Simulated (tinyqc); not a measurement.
# Interface traps from C-V curves, high-low and Terman methods: what changes with what

MOS capacitor on an n-type substrate; psi is the band bending, negative in depletion; only majority carriers are counted. At the bending psi the Fermi level lies y = xi - psi below the conduction edge at the surface, xi = Vt ln(Nc/Nd). Dit(y) = D0 + D1 exp(-y/E1); traps fill up to the Fermi level, follow the bias and a slow signal, and do not follow a fast one. V is the gate voltage from flat band.

Inputs (values chosen for the exercise); band and dielectric values close to those of 4H silicon carbide: temperature T = 250 K; relative permittivity eps_r = 9.62; conduction-band density of states at T Nc = 1.3e19 cm^-3; donor density Nd = 6.7e16 cm^-3; equivalent oxide thickness EOT = 2 nm; trap density far from the band edge D0 = 3.5e11 cm^-2 eV^-1; band-tail density at the conduction edge D1 = 8.5e12 cm^-2 eV^-1; decay energy of the tail E1 = 0.07 eV.

Constants: q = 1.602176634e-19 C, kB = 1.380649e-23 J/K, Vt = kB T/q, eps0 = 8.8541878128e-14 F/cm where lengths are in cm. Results are converted to the units shown.

Each table varies one quantity; the others keep the values above.

## Effect of the oxide thickness on the signal

Cox = 3.9 eps0/EOT, LD = sqrt(eps0 eps_r Vt/(q Nd)), u = psi/Vt, Cd = (eps0 eps_r/(sqrt(2) LD)) |exp(u) - 1|/sqrt(exp(u) - u - 1). Ideal V0 = psi - sqrt(2) (eps0 eps_r Vt/LD) sqrt(exp(u) - u - 1)/Cox for psi < 0; the traps add dV = (q/Cox) times the integral of Dit from 0 to psi = (q/Cox) [D0 psi + D1 E1 exp(-xi/E1) (exp(psi/E1) - 1)]. 1/C_HF = 1/Cox + 1/Cd, 1/C_LF = 1/Cox + 1/(Cd + q Dit). All at psi = -0.321 V.

Effect of the oxide thickness on the signal:
```
EOT (nm)  dV (mV)  C_HF (nF/cm^2)  C_LF (nF/cm^2)  (C_LF - C_HF)/Cox (%)
1.4       -14.859          117.66          169.82                 2.1146
2.5       -26.534          113.41          161.11                 3.4529
4.4       -46.699          106.75          147.99                 5.2544
8         -84.907          96.061          128.21                 7.4477
14        -148.59          82.321          104.85                 9.1343
26        -275.95          64.009          76.849                 9.6678
46        -488.22          46.697          53.179                 8.6350
```

Read the table: what changes, and by how much?

The stretch-out grows in proportion to the EOT, from -14.9 to -488 mV, so thin oxides leave Terman's method little to read; the high-low gap goes from 2.11 through a maximum of 9.67 (at EOT = 26 nm among the rows listed) to 8.63 % of Cox.

## An error in the doping read as traps

The sample has Nd; the ideal curve is drawn with Nd (1 + e). At the true psi = -0.321 V the measured C_HF is matched to the ideal curve, which gives psi', and Dit = (Cox/q) [dV/dpsi' - 1 - Cd'(psi')/Cox], derivatives exact.

The same in every row: true Dit (cm^-2 eV^-1) = 3.671e11.

An error in the doping read as traps:
```
e      psi' (V)  apparent Dit (cm^-2 eV^-1)
-0.15   -0.2761                    2.469e12
-0.1    -0.2911                    1.691e12
-0.05   -0.3060                    9.941e11
-0.02   -0.3150                    6.103e11
0       -0.3210                    3.671e11
0.02    -0.3270                    1.335e11
0.05    -0.3360                   -2.002e11
0.1     -0.3509                   -7.160e11
0.15    -0.3659                   -1.187e12
```

The apparent Dit falls from 2.47e12 to -1.19e12 cm^-2 eV^-1, against the true 3.67e11. An error of +5 % in the doping shifts it by -5.67e11 cm^-2 eV^-1, 155 % of the true value, and a negative result appears where the assumed doping is too high.

Numbers from tinyqc (`OMP_NUM_THREADS=1 python tinyqc.py 2030138 2030139 out.jsonl`; about 0.01 s on one thread of a shared Intel Xeon 2.30GHz).
